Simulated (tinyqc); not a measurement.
Comparisons within one model: defect, radiative and Auger recombination at equal electron and hole densities (ABC model). A value that a table varies takes the place of the one given here.

J/(e d) = Ae n + B n^2 + C n^3 with Ae = A + 4 S/w (four side walls, carriers spread evenly), e = 1.602176634e-19 C, lengths in cm; internal efficiency IQE = B n^2/(Ae n + B n^2 + C n^3); all injected carriers recombine in the layer.

Inputs chosen for the exercise (orders of magnitude like those quoted for GaAs; not measured data): A = 2200000 1/s (defect rate); B = 1.3e-10 cm^3/s (radiative coefficient); C = 1.1e-30 cm^6/s (Auger coefficient); S = 0 cm/s (recombination velocity of the side walls); w = 2.1 micrometre (side of the square mesa); d = 59 nm (active thickness); S2 = 66 cm/s (recombination velocity of the side walls in this comparison); J = 630 A/cm^2 (current density).

## Efficiency against current

The slope is d ln(B n^2)/d ln J = 2 (Ae + B n + C n^2)/(Ae + 2 B n + 3 C n^2).

Results:
```
J (A/cm^2)  n (1/cm^3)    IQE  slope  differential lifetime (ns)
0.30          4.17e+16  0.711  1.169                        76.7
1.0           8.21e+16  0.829  1.093                        42.4
4.0           1.72e+17  0.909  1.046                        21.3
20            3.94e+17  0.956  1.019                        9.50
60            6.88e+17  0.970  1.009                        5.47
3.0e+02       1.54e+18  0.977  0.999                        2.43
1.0e+03       2.81e+18  0.971  0.991                        1.32
4.0e+03       5.57e+18  0.952  0.979                       0.644
2.0e+04       1.21e+19  0.906  0.956                       0.274
6.0e+04       2.04e+19  0.852  0.932                       0.150
```

IQE peaks at 0.977 for J = 252 A/cm^2, where the slope passes 1. It is 0.711 at the lowest current and 0.852 at the highest, a droop of 13 %. The slope runs from 1.17 to 0.93; its limits are 2 (defects alone), 1 (radiation alone) and 2/3 (Auger alone). In the 4 rows above about 2e18 1/cm^3 the bands are degenerate: B saturates and stimulated emission, left out, would clamp n in a laser cavity.

## Shrinking the mesa

S = S2; w takes the values listed.

Results:
```
w (micrometre)  Ae (1/s)  IQE_max  J at the peak (A/cm^2)  IQE at J
200             2.21e+06    0.977                     253     0.974
100             2.23e+06    0.976                     255     0.974
50              2.25e+06    0.976                     258     0.974
20              2.33e+06    0.976                     267     0.974
10              2.46e+06    0.975                     282     0.973
5               2.73e+06    0.974                     313     0.972
2               3.52e+06    0.971                     405     0.970
1               4.84e+06    0.966                     560     0.966
```

The walls equal the bulk defect rate at w = 4 S/A = 1.2 micrometre. From 200 to 1 micrometre the peak efficiency falls from 0.977 to 0.966 and moves to a current 2.21 times higher; at the fixed J the efficiency goes from 0.974 to 0.966. For large w diffusion to the walls, left out here, would limit the loss.

## Spreading the carriers over a thicker layer

d is multiplied by the factor listed, at the same J.

Results:
```
factor  n (1/cm^3)   defect  radiative    Auger
0.10      6.95e+18  0.00229      0.942   0.0554
0.20      4.95e+18  0.00327      0.957   0.0401
0.50      3.15e+18  0.00520      0.969   0.0258
1.0       2.23e+18  0.00738      0.974   0.0184
2.0       1.58e+18   0.0104      0.976   0.0131
5.0       1.00e+18   0.0165      0.975  0.00825
10        7.06e+17   0.0233      0.971  0.00580
20        4.97e+17   0.0328      0.963  0.00405
```

The best factor listed is 2 (IQE 0.9765); the optimum factor equals J/J_peak = 2.5, a layer of 148 nm, since only J/d matters and the peak value 0.977 does not depend on d. A thicker layer trades Auger loss (0.0554 to 0.00405) for defect loss (0.00229 to 0.0328).

## What moves the efficiency

IQE_max = Q/(Q + 2) with Q = B/sqrt(Ae C), reached at n = sqrt(Ae/C). Each row changes one parameter from the base and keeps the others.

Results:
```
case                 n (1/cm^3)     IQE  IQE_max  J at the peak (A/cm^2)
base                  2.235e+18  0.9742   0.9766                     252
A = 4400000 1/s       2.227e+18  0.9671   0.9673                     508
B = 1.95e-10 cm^3/s   1.834e+18  0.9838   0.9843                     375
C = 2.2e-30 cm^6/s    2.215e+18  0.9568   0.9673                     127
d = 118 nm            1.582e+18  0.9765   0.9766                     503
J = 1890 A/cm^2       3.851e+18  0.9643   0.9766                     252
```

The largest shifts from the base row, up to three for each result and ties (the steps differ in size, so this ranks the rows, not the parameters). n (1/cm^3): J +1.62e+18, d -6.53e+17, B -4.01e+17. IQE: C -0.0174, J -0.00986, B +0.00957. IQE_max: A -0.00936, C -0.00936, B +0.00767; unchanged at the printed digits by d and J. J at the peak (A/cm^2): A +257, d +252, C -125; unchanged at the printed digits by J.

Program tinyqc; command `OMP_NUM_THREADS=1 python tinyqc.py 1681581 1681582 out.jsonl`; about 0.01 s on one thread of a shared Intel(R) Xeon(R) Processor @ 2.30GHz.
